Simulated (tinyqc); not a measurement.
Worked calculation: single-oscillator infrared dielectric function of a polar cubic crystal. Computed by tinyqc, a small Python program that keeps every step. Command: `OMP_NUM_THREADS=1 python tinyqc.py 3010568 3010569 out.jsonl infrared walk`. One thread of a shared host (Intel(R) Xeon(R) Processor @ 2.30GHz), about 0.01 s of CPU time with the checks. Intermediate numbers are printed to about 7 digits and carried at full precision; extremes and crossings named in words are read from the listed rows.

One ion pair, charges +Z* and -Z*, in a cell of volume Omega = a^3/4. Frequencies omega are given as wavenumbers (1/cm); eps_s is the static dielectric constant.

Inputs (values chosen for the exercise, modelled on lead telluride):
```
quantity                         value      unit
lattice constant a                6.46  angstrom
mass M_A                         207.2         u
mass M_B                         127.6         u
omega_TO                          31.5      1/cm
Born charge Z*                    6.74         e
eps_inf                           32.9         -
phonon damping gamma               4.6      1/cm
probe frequency / omega_TO        1.07         -
eps_m of the surrounding medium    2.1         -
```

Structure: rock salt. Free carriers: absent.

Constants: nu for 1 eV/(angstrom^2 u) = 15.6333042 THz; 1 THz = 33.35640952 1/cm; e^2/(4 pi eps_0) = 14.39964548 eV angstrom.

## LO frequency and static constant from the Born charge

mu = M_A M_B/(M_A + M_B); ionic plasma term W^2 = 4 pi Z*^2 (e^2/(4 pi eps_0))/(Omega mu) in eV/(angstrom^2 u), turned into 1/cm by W = 15.6333042 x 33.35640952 x sqrt(W^2); omega_LO^2 = omega_TO^2 + W^2/eps_inf; eps_s = eps_inf + W^2/omega_TO^2; Szigeti charge 3 Z*/(eps_inf + 2); longitudinal (Callen) charge Z*/eps_inf.

reduced mass mu = 78.96870 u

W = 648.0739 1/cm

omega_LO = 117.2954 1/cm

eps_s = 456.1802

Szigeti charge = 0.5793696 e

Callen charge = 0.2048632 e

omega_LO/omega_TO = 3.724; the ions supply 93 % of eps_s, as in a strongly ionic or soft-mode crystal.

## Optical constants at the probe frequency

eps(omega) = eps_inf + W^2/(omega_TO^2 - omega^2 - i gamma omega); n + i k = sqrt(eps) with k >= 0; R = |(n + i k - 1)/(n + i k + 1)|^2 at normal incidence from vacuum. omega is the probe ratio times omega_TO. Intensity decays over 1/(4 pi omega k); the loss function is Im(-1/eps).

omega = 33.705 1/cm

Re eps = -1317.717

Im eps = 1456.448

n = 17.97728

k = 40.50802

reflectivity R = 0.9640641

penetration depth of the intensity = 0.5828473 micrometre

loss function = 3.775510e-04

Re eps is negative: the wave is evanescent and the crystal reflects like a metal.

## Spectrum around the optical phonon

The loss function is Im(-1/eps).

Spectrum:
```
omega (1/cm)      Re eps      Im eps           R    Im(-1/eps)
15.8            593.1064    54.82798   0.8489004  1.545402e-04
26.8            1307.655    573.5257   0.9015654  2.812927e-04
30.6            1056.300    2577.451   0.9390039  3.321876e-04
31.5                32.9    2898.549   0.9485456  3.449557e-04
52.9           -195.4917    30.77072   0.9781790  7.856918e-04
74.4           -59.02597    6.924936   0.9706571   0.001960616
100            -13.60521    2.374888   0.9169787    0.01245079
117           -0.1199839    1.399678   0.2000578     0.7092386
120             1.627855    1.287481  0.06105697     0.2988914
124             3.746244    1.156117   0.1137069    0.07521443
135             8.559423   0.8771379   0.2422069    0.01184792
176             18.90262   0.3779472   0.3919458   0.001057337
293             27.95173  0.07859451   0.4649617  1.005938e-04
```

R peaks among these rows at 52.9 per cm with 0.98 and is lowest, 0.061, at 120; far above omega_LO it tends to ((sqrt(eps_inf) - 1)/(sqrt(eps_inf) + 1))^2 = 0.494. Im eps is largest at 31.5 and the loss function at 117: absorption marks the TO mode and the loss function the LO mode. Re eps is negative in some rows, where R averages 0.77.

## Surface and particle modes

Without damping, eps(omega) = -x eps_m gives omega^2 = omega_TO^2 (eps_s + x eps_m)/(eps_inf + x eps_m): x = 1 for a flat surface at large wave vector, x = 2 for the dipole mode of a small sphere. The reflectivity R for light from vacuum (not from the medium eps_m) vanishes where eps = 1, omega^2 = omega_TO^2 (eps_s - 1)/(eps_inf - 1).

surface mode = 113.9835 1/cm

sphere mode = 110.9640 1/cm

zero of R = 118.9890 1/cm

Both modes lie between omega_TO and omega_LO, at 96 % and 93 % of the way up.

## Phonon polaritons

Transverse waves without damping obey Q^2 = omega^2 eps(omega), Q = wave vector/(2 pi) in 1/cm: eps_inf omega^4 - (eps_inf omega_LO^2 + Q^2) omega^2 + Q^2 omega_TO^2 = 0.

Branches (1/cm):
```
Q     lower branch  upper branch  Q/sqrt(eps_s)  Q/sqrt(eps_inf)
67         3.12260       117.834         3.1369           11.681
200        9.00019       122.037         9.3640           34.868
400       16.21262       135.494        18.7280           69.737
670       22.43454       164.010        31.3694          116.809
1000      26.34334       208.469        46.8200          174.342
1700      29.41518       317.388        79.5941          296.381
3400      30.94142       603.464       159.1881          592.763
6700      31.35356      1173.547       313.6943         1168.091
```

The lower branch starts as light slowed by sqrt(eps_s) (0.995 of that line) and ends at 0.995 omega_TO; the upper starts at 1.005 omega_LO and ends at 1.005 of the light line with eps_inf. No branch lies between omega_TO and omega_LO.

Checks made by the program: Lyddane-Sachs-Teller relation eps_s/eps_inf = (omega_LO/omega_TO)^2 (relative difference below 1e-10).
